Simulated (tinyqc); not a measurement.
Band folding and unfolding in a supercell of a chain, step by step. Values are carried at full precision from step to step, so a last printed digit may differ when a step is redone from the rounded ones.

A chain with hopping -t and n = 3 sites a supercell. H(K) has v_j on the diagonal, -t between neighbours and -t exp(2 pi i K) on the bond that closes the cell (from the last site to the first of the next cell). The point K holds the n wave vectors k_m = (K + m)/n of the primitive zone, in 2 pi/a, m = 0 to n - 1, with E0 = -2t cos(2 pi k_m). The unfolding weight of a state c on k_m is |sum_j c_j exp(-2 pi i k_m j)|^2/n, j = 0 to n - 1.

Parameters, chosen for this exercise: t = 1 eV (hopping); v = (-0.39, 0.39, -0.39) eV (site energies in the supercell); Kq = 0.44 2 pi/(n a) (wave vector in the small zone).

## Folded levels and Fourier components

List k_m and E0; V_q = (1/n) sum_j v_j exp(-2 pi i q j/n) couples k_m to k_(m+q).

Folded band:
```
m  k_m (2 pi/a)  E0 (eV)
0        0.1467  -1.2092
1        0.4800   1.9842
2        0.8133  -0.7750
```

V_0, V_1, ... (eV): -0.1300  -0.1300-0.2252i

## Supercell Hamiltonian

Fill in H(K).

H (eV), lower triangle (Hermitian):
```
                1        2        3
1         -0.3900
2         -1.0000   0.3900
3  0.9298-0.3681i  -1.0000  -0.3900
```

## Levels and unfolding weights

Diagonalise and project each state on the k_m.

levels (eV): -1.4658  -0.8276  1.9034

weights:
```
     level 1  level 2  level 3
m=0    0.834    0.158    0.008
m=1    0.002    0.016    0.982
m=2    0.164    0.826    0.010
```

The purest state keeps 98.2 % on one k and the most mixed (level 2) 82.6 %; rows and columns each add to one.

## Moments of the spectral function

For each k_m: mean sum_i W E_i and variance sum_i W E_i^2 less the mean squared. The mean must be E0 plus the average of v, and the variance that of v.

Moments:
```
m  mean (eV)  variance (eV^2)
0     -1.339            0.135
1      1.854            0.135
2     -0.905            0.135
```

The average of v is -0.1300 eV and its variance 0.1352 eV^2: the virtual crystal gives the mean, and the variance is the spread of weight over several levels that it leaves out.

## Checks

- Variance of the spectral function against the variance of v: they agree to 1e-10 or better.
- Levels for v = 0 against the folded band: they agree to 1e-10 or better.

Program tinyqc; command `OMP_NUM_THREADS=1 python tinyqc.py 1451167 1451168 out.jsonl`; about 0.01 s on one thread of a shared Intel(R) Xeon(R) Processor @ 2.30GHz.
